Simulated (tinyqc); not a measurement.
Inside a calculation: band-to-band tunnelling across a p-n junction in a two-band chain. Values are carried at full precision from step to step, so a last printed digit may differ when a step is redone from the rounded ones.

Sites alternate A at -Eg/2 and C at +Eg/2 with hopping -t; near the edges, with k counted from the zone boundary pi/a, E^2 = (Eg/2)^2 + (t a k)^2, so t = sqrt(c Eg/m)/a gives the mass m, c = hbar^2/2m0. In the gap cosh(q a) = 1 + (Eg^2/4 - e^2)/(2 t^2), e the energy from the local mid-gap. The potential is V0 = Eg + ov on the p side (left), 0 on the n side, and falls linearly over the 2N sites of the junction, V_j = V0 (1 - j/(2N + 1)), j = 1 to 2N, site 1 being A. E = Eg/2 + x ov. A half chain that ends on a site of level e1 with neighbour e2 has g = (1 + z)/(E - e1), z = exp(-/+ i k a) the root with Im g < 0, cos(k a) = (E - e1)(E - e2)/(2 t^2) - 1. S_L = t^2 g (ending on C, shifted by V0), S_R = t^2 g (starting on A). T = 4 Im(S_L) Im(S_R) |G_(1,2N)|^2.

Constants: hbar^2/2m0 = 3.80998211 eV angstrom^2.

Parameters, chosen for this exercise (gap and mass near those of InAs; shifted at random, so the results belong to these values and not to a real crystal):

| symbol | value | unit | meaning |
|---|---|---|---|
| Eg | 0.369 | eV | gap |
| m | 0.0245 | m0 | mass of electron and light hole |
| a | 6 | angstrom | period (two sites) |
| ov | 0.15 | eV | overlap: top of the valence band on the p side above the conduction edge on the n side |
| N | 5 |  | periods in the small junction |
| x | 0.63 |  | energy above the n-side conduction edge, as a share of ov |

## Hopping, field and tunnelling length

Form t, V0, E, the field F = V0/((2N + 1) a/2) (1 V/angstrom = 100 MV/cm) and the length Eg/F over which E lies in the gap.

t = 1.2625 eV
V0 = 0.5190 eV
E = 0.2790 eV
F = 1.573 MV/cm
tunnelling length = 23.46 angstrom

So short a junction keeps the matrix small; its field is of the size of the 1 to 3 MV/cm of tunnel diodes.

## Self-energies of the two sides

Form cos(k a) and S for each side.

cos(k a): left -0.992610, right -0.986261

S_L, S_R (eV): -0.02775-0.45566i  0.04725-0.56811i

## Recursive Green function

g_1 = 1/(E - e_1 - S_L); g_j = 1/(E - e_j - t^2 g_(j-1)), with S_R also subtracted at the last site; G_1j = G_1(j-1) (-t) g_j, G_11 = g_1; e_j is the site level plus V_j. The self-energies stand in the order S_L, S_R.

Sweep:

| j | e_j (eV) | g_j (1/eV) | G_1j (1/eV) |
|---|---|---|---|
| 1 | 0.2873 | 0.0934-2.1906i | 0.0934-2.1906i |
| 2 | 0.6091 | -0.0386-0.2811i | 0.7820-0.0735i |
| 3 | 0.1930 | 0.6629-2.0136i | -0.4676+2.0495i |
| 4 | 0.5148 | -0.1080-0.2681i | -0.7574+0.1211i |
| 5 | 0.0986 | 1.1487-1.3926i | 0.8856-1.5073i |
| 6 | 0.4204 | -0.2237-0.2517i | 0.7292-0.1442i |
| 7 | 0.0042 | 1.1282-0.7171i | -0.9081+0.8655i |
| 8 | 0.3260 | -0.3916-0.2426i | -0.7141+0.1499i |
| 9 | -0.0901 | 0.8742-0.3403i | 0.7237-0.4722i |
| 10 | 0.2317 | -0.4389-0.3498i | 0.6096+0.0580i |

T = 0.3882

## WKB for the same field

T = exp(-2 I/F), I = integral of q de across the gap. Continuum: q = sqrt(Eg^2/4 - e^2)/(t a), I = pi Eg^2/(8 t a). Lattice: q from the cosh formula, 12 Gauss-Legendre points in u with e = (Eg/2) sin(u), u from -pi/2 to pi/2. F in V/angstrom is the value in MV/cm over 100.

I (eV/angstrom): continuum 0.007059, lattice 0.007054

T by WKB: continuum 0.4075, lattice 0.4078

The chain gives 0.3882, 0.952 times the lattice WKB value; the exponent is only 0.90, and reflections at the two kinks of the potential count.

## Checks

- G_(1,2N) from the sweep against inversion of the whole matrix (size): both 0.61232.

Computed by tinyqc, a small Python program: `OMP_NUM_THREADS=1 python tinyqc.py 1450840 1450841 out.jsonl` (the numbers bound the seed that draws the inputs); one thread of a shared host (Intel(R) Xeon(R) Processor @ 2.30GHz), about 0.01 s for the whole set of steps.
